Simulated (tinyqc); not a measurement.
# MOSFET with velocity saturation and source resistance: what changes with what

Strong inversion, charge Q = Cox (Vg - m V) at channel potential V with Vg the gate overdrive, and drift velocity v = mu E/(1 + mu E/vsat). Integrating along the channel gives I = mu Cox (1/L)(Vg Vd - m Vd^2/2)/(1 + Vd/Vc) per width, Vc = vsat L/mu, which peaks at Vdsat. Units: I in uA/um, Rs in ohm um, so the drop over Rs is 1e-6 I Rs volts.

Inputs (values chosen for the exercise): gate capacitance Cox = 1.5 uF/cm^2; mobility at low gate voltage mu0 = 290 cm^2/(V s); mobility degradation th = 0.4 1/V; saturation velocity vsat = 1e7 cm/s; body factor m = 1.29; threshold VT = 0.63 V; channel length L = 0.05 um; source resistance Rs = 0 ohm um; gate voltage Vgs = 1.8 V.

Each table varies one quantity; the others keep the values above.

## Effect of the saturation velocity

Vg = Vgs - I Rs - VT (0 if negative), mu = mu0/(1 + th Vg), Vc = vsat L/mu, x = sqrt(1 + 2 Vg/(m Vc)), Vdsat = 2 Vg/(m (1 + x)), Isat = Cox vsat Vg (x - 1)/(x + 1) per width. I = Isat is solved self-consistently; gm = dI/dVgs; Vdsat is the intrinsic value. The velocity at the source is I/(Cox Vg).

Result of one run:
```
vsat (cm/s)  Vc (V)  Vdsat (V)  Isat (uA/um)  gm (uS/um)  velocity at the source/vsat
5.6e6        0.1417     0.3848         565.9       572.4                       0.5758
```

What becomes of these results when the saturation velocity vsat is changed from 5.6e6 to 1.1e7 cm/s, all else the same?

Result of the changed run:
```
vsat (cm/s)  Vc (V)  Vdsat (V)  Isat (uA/um)  gm (uS/um)  velocity at the source/vsat
1.1e7        0.2784     0.4848         898.5       958.8                       0.4654
```

The whole series:
```
vsat (cm/s)  Vc (V)  Vdsat (V)  Isat (uA/um)  gm (uS/um)  velocity at the source/vsat
4e6          0.1012     0.3391         439.5       434.5                       0.6261
5.6e6        0.1417     0.3848         565.9       572.4                       0.5758
7.8e6        0.1974     0.4327         715.8       742.3                       0.5229
1.1e7        0.2784     0.4848         898.5       958.8                       0.4654
1.5e7        0.3797     0.5329          1086        1191                       0.4124
2.1e7        0.5315     0.5850          1308        1481                       0.3550
3e7          0.7593     0.6385          1558        1825                       0.2960
```

As vsat goes from 4e6 to 3e7 cm/s, Isat rises from 440 to 1560 uA/um, Vdsat rises from 0.339 to 0.639 V and gm rises from 435 to 1820 uS/um; the velocity at the source goes from 0.63 to 0.30 of vsat. Isat goes as vsat^(0.75) between the first two rows and as vsat^(0.49) between the last two. In every row the channel is so short that velocity overshoot and near-ballistic transport, left out here, matter.

## Output curve without source resistance

Vg = Vgs - VT (0 if negative), mu = mu0/(1 + th Vg), Vc = vsat L/mu, x = sqrt(1 + 2 Vg/(m Vc)), Vdsat = 2 Vg/(m (1 + x)), Isat = Cox vsat Vg (x - 1)/(x + 1) per width. Below Vdsat the formula of the introduction holds, beyond it I = Isat; constant velocity-field slope (Vc infinite) gives the second column, with saturation at Vg/m.

Output curve without source resistance:
```
Vd (V)  I without velocity saturation (uA/um)  I (uA/um)
0.1                                     655.2      469.6
0.21                                     1288      703.7
0.33                                     1872      812.5
0.44                                     2311      843.9
0.55                                     2657      845.1
0.66                                     2911      845.1
0.78                                     3083      845.1
0.89                                     3143      845.1
1                                        3144      845.1
```

Velocity saturation lowers the current by 28 % in the first row and 73 % in the last, and moves saturation from Vg/m = 0.907 V to 0.470 V. In every row the channel is so short that velocity overshoot and near-ballistic transport, left out here, matter.

## Effect of the channel length

Same model as above.

Effect of the channel length:
```
L (um)   Vc (V)  Vdsat (V)  Isat (uA/um)  gm (uS/um)  velocity at the source/vsat
0.03    0.15186    0.39452        991.60      1008.0                      0.56502
0.057   0.28854    0.49034        806.19      862.94                      0.45937
0.11    0.55683    0.59214        609.22      692.60                      0.34713
0.2      1.0124    0.67917        440.81      530.36                      0.25117
0.39     1.9742    0.76050        283.44      361.38                      0.16150
0.73     3.6953    0.81672        174.64      232.54                     0.099511
1.4      7.0869    0.85536        99.883      137.26                     0.056913
2.6      13.161    0.87771        56.631      79.313                     0.032268
5        25.310    0.89128        30.366      43.032                     0.017302
```

As L goes from 0.03 to 5 um, Isat falls from 992 to 30.4 uA/um, Vdsat rises from 0.395 to 0.891 V and gm falls from 1010 to 43.0 uS/um; the velocity at the source goes from 0.57 to 0.017 of vsat. Isat goes as L^(-0.32) between the first two rows and as L^(-0.95) between the last two. For L = 0.03 to 0.057 um the channel is so short that velocity overshoot and near-ballistic transport, left out here, matter.

Numbers from tinyqc (`OMP_NUM_THREADS=1 python tinyqc.py 2500129 2500130 out.jsonl`; about 0.01 s on one thread of a shared Intel Xeon 2.30GHz).
